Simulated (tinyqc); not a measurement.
# Gas flow in a process chamber: flow regimes, conductance, effective pumping speed, pump-down, outgassing and purge, step by step

A worked calculation. Computed by tinyqc, a small Python program that keeps every step. Command: `OMP_NUM_THREADS=1 python tinyqc.py 3120158 3120159 out.jsonl pump walk`. One thread of a shared host (Intel(R) Xeon(R) Processor @ 2.30GHz), about 0.09 s of CPU time with the checks. Intermediate numbers are printed to about 5 digits and carried at full precision; extremes and crossings named in words are read from the listed rows.

Ideal gas, isothermal flow, a pump of constant speed at the end of a round pipe; process gas, volume gas and outgassing are given the same properties. 1 sccm = 101325 Pa x 1e-6 m^3/60 s x T/273.15 K.

Inputs (values chosen for the exercise, modelled on water vapour near room temperature):

| quantity | value | unit |
|---|---|---|
| molar mass M | 18.02 | g/mol |
| molecular diameter | 0.46 | nm |
| viscosity eta | 9.9 | micropascal s |
| temperature T | 293 | K |
| chamber volume V | 27 | L |
| wall area | 0.48 | m^2 |
| pipe diameter d | 4 | cm |
| pipe length l | 79 | cm |
| pump speed S | 45 | L/s |
| process gas flow | 15 | sccm |
| outgassing rate after 1 h | 6e-06 | Pa m^3/(s m^2) |
| outgassing exponent n | 1.1 | - |
| starting pressure p0 | 2300 | Pa |
| target base pressure | 1e-05 | Pa |

Constants: k_B = 1.380649e-23 J/K; u = 1.6605390666e-27 kg.

## Molecular flow

Mean speed c = sqrt(8 k_B T/(pi m)); aperture conductance C_a = c pi d^2/16; molecular pipe C_m = C_a/(1 + 3 l/(4 d)) (Dushman form); viscous pipe C_v = pi d^4 p_mean/(128 eta l); Knudsen interpolation C = C_v + C_m (1 + x)/(1 + 1.24 x), x = d p_mean sqrt(m/(k_B T))/eta. Effective speed 1/S_eff = 1/S + 1/C_m; time constant V/S_eff; pressure at which the free path k_B T/(sqrt2 pi d_m^2 p) equals d.

mean speed c = 586.74 m/s

C_a = 184.33 L/s

C_m = 11.657 L/s

S_eff in molecular flow = 9.2587 L/s

time constant = 2.9162 s

pressure where the free path equals d = 0.10757 Pa

The pipe passes on 21 % of the pump speed; a larger pump would gain little, since S_eff cannot exceed C_m.

## Process pressure

Steady flow: the pump inlet is at p_2 = Q/S, and the chamber pressure p_1 solves Q = C((p_1 + p_2)/2) (p_1 - p_2). Residence time = p_1 V/Q. Knudsen number = free path at the mean pressure over d.

throughput Q = 27.172 Pa L/s

p_2 = 0.60382 Pa

chamber pressure p_1 = 1.9715 Pa

conductance C = 19.867 L/s

residence time = 1.9590 s

Knudsen number = 0.083543

The flow in the pipe is transitional.

## Purging a well-mixed chamber

With steady flow a contaminant decays as exp(-t/residence time); gas used = flow x time.

time to dilute 1e3 times = 13.532 s

time to dilute 1e6 times = 27.065 s

gas used for 1e6 = 6.7662 standard cm^3

## Pump-down curve

Pump-down: V dp/dt = -S_eff(p) p + q(t) A, with S_eff = S p_2/p, where p_2 solves C((p + p_2)/2) (p - p_2) = S p_2 at each moment, and q(t) = q_1 (1 h/(t + 10 s))^n; integrated adaptively. At long times p = q(t) A/S_eff. S_eff(p) is tabulated at 260 pressures and interpolated in ln p. Comparison columns: p0 exp(-t/time constant) with the molecular S_eff (0 below 1e-26 p0), and the outgassing limit.

Pressure against time:

| t (s) | p (Pa) | S_eff (L/s) | volume gas only (Pa) | outgassing limit (Pa) |
|---|---|---|---|---|
| 0.3 | 1.3972e+03 | 44.820 | 2.0752e+03 | 1.9528e-01 |
| 1 | 4.3897e+02 | 44.431 | 1.6323e+03 | 1.8165e-01 |
| 3 | 2.0537e+01 | 34.919 | 8.2215e+02 | 1.5116e-01 |
| 10 | 4.5256e-01 | 9.524 | 7.4553e+01 | 9.4111e-02 |
| 30 | 5.0248e-02 | 8.995 | 7.8332e-02 | 4.3904e-02 |
| 100 | 1.5067e-02 | 9.148 | 2.9451e-12 | 1.4429e-02 |
| 300 | 4.6847e-03 | 9.220 | 0 | 4.6161e-03 |
| 1000 | 1.2645e-03 | 9.248 | 0 | 1.2590e-03 |
| 3600 | 3.1048e-04 | 9.256 | 0 | 3.1011e-04 |
| 20000 | 4.7151e-05 | 9.258 | 0 | 4.7141e-05 |
| 100000 | 8.0305e-06 | 9.259 | 0 | 8.0302e-06 |

From t = 30 s on the pressure is within 20 % of the outgassing limit, which falls only as (t + 10 s)^-1.1: walls, not volume, set the time to base pressure. Early on viscous flow raises S_eff to 44.8 L/s, 4.8 times its molecular value.

## Time to base pressure

From the outgassing limit: t = 1 h x (q_1 A/(S_eff p_target))^(1/n) - 10 s; monolayer time at the target = 1e19 m^-2 x 4 k_B T/(p c) for unit sticking.

time to the target = 22.755 h

monolayer time = 27.578 s

Checks made by the program: throughput from C and the pressure drop (relative difference below 1e-10).
